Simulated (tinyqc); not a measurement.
Electron mobility in a silicon inversion layer, empirical terms and Matthiessen rule: effect of the charge at the interface.

Inversion layer of sheet density Ns on a uniformly doped body, under a high-permittivity gate with an interlayer. The mobility terms are empirical power laws with prefactors chosen for the exercise; adding their inverses (Matthiessen) is itself an approximation.

ni = sqrt(Nc Nv) exp(-Eg/(2 Vt)), Eg in volts; Ndep = sqrt(2 eps0 eps_r Nb (2 Vt ln(Nb/ni) + Vsb)/q); E = q (Ndep + eta Ns)/(eps0 eps_r), in MV/cm. With t = T/(300 K): muC = Ac (Ns/1e12 cm^-2) t/(Nb/1e17 cm^-3 + Nit/1e11 cm^-2), muP = Ap E^(-1/3) t^(-1.75), muS = As E^(-gs), muR = Ar exp(2 ti/lr)/t; 1/mu is the sum of the inverses.

Parameters, values chosen for the exercise; material values close to those of silicon: temperature T = 300 K; band gap Eg = 1.12 eV; relative permittivity of the semiconductor eps_r = 11.5; conduction-band density of states at T Nc = 2.77e19 cm^-3; valence-band density of states at T Nv = 2.68e19 cm^-3; body doping Nb = 1.3e17 cm^-3; reverse body bias Vsb = 0.3 V; weight of the inversion charge in the effective field eta = 0.5; phonon-limited mobility at 1 MV/cm and 300 K Ap = 464 cm^2/(V s); roughness-limited mobility at 1 MV/cm As = 1240 cm^2/(V s); exponent of the roughness term gs = 2; Coulomb prefactor Ac = 1900 cm^2/(V s); remote-phonon mobility without interlayer Ar = 180 cm^2/(V s); interlayer thickness ti = 0.9 nm; decay length of remote phonons lr = 0.6 nm; inversion density Ns = 5e12 cm^-2.

Constants: q = 1.602176634e-19 C, kB = 1.380649e-23 J/K, Vt = kB T/q, eps0 = 8.8541878128e-14 F/cm where lengths are in cm. Results are converted to the units shown.

The same in every row: E (MV/cm) = 0.6097; muP (cm^2/(V s)) = 547.2; muS (cm^2/(V s)) = 3336; muR (cm^2/(V s)) = 3615.

Effect of the charge at the interface:
```
Nit (cm^-2)	muC (cm^2/(V s))	mu (cm^2/(V s))
1e10	6786	392.0
3.2e10	5864	388.4
1e11	4130	377.9
3.2e11	2111	347.5
1e12	840.7	278.3
3.2e12	285.3	169.2
1e13	93.78	76.53
```

As Nit goes from 1e10 to 1e13 cm^-2, E stays at 0.610 MV/cm and mu falls from 392 to 76.5 cm^2/(V s). The smallest term is the phonon one in the first row and the Coulomb one in the last.

Numbers from tinyqc (`OMP_NUM_THREADS=1 python tinyqc.py 2510010 2510011 out.jsonl`; about 0.01 s on one thread of a shared Intel Xeon 2.30GHz).
